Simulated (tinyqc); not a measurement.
# Area and perimeter leakage from two diodes

Question. A square diode and a finger diode leak I = JA area + JP perimeter. Find JA, JP and the side of the square at which both parts are equal.

areas (um^2): [90000, 132000]
perimeters (um): [1200, 53460]
leakage currents (pA): [90.36, 225.58800]

Solution. Two linear equations give JA and JP; for a square of side a, JA a^2 = 4 JP a at a = 4 JP/JA.

JA = 9.800e-8 A/cm^2
JP = 1.800e-11 A/cm
side for equal parts = 7.347 um

tinyqc, about 0.01 s, one thread, Intel Xeon 2.30GHz (shared host): `OMP_NUM_THREADS=1 python tinyqc.py 2290121 2290122 out.jsonl`
